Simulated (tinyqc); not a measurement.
## Length offset and series resistance from crossing lines

Inverse problem. R_total = Rs + k (L - dL)/Vo with constant Rs, dL and k. Find k, dL and Rs.

R_total at (L, Vo) = (50, 0.44), (100, 0.44), (50, 0.76) and (100, 0.76), L in nm and Vo in V (ohm um): [809.77273, 1377.9545, 582.5, 911.44737]

Answer. At each overdrive R is a straight line in L with slope k/Vo; the two lines cross at L = dL, R = Rs.

k = 5.000 ohm um V/nm
dL = 2.500 nm
Rs = 270.0 ohm um

Numbers from tinyqc (`OMP_NUM_THREADS=1 python tinyqc.py 2282158 2282159 out.jsonl`; about 0.05 s on one thread of a shared Intel Xeon 2.30GHz).
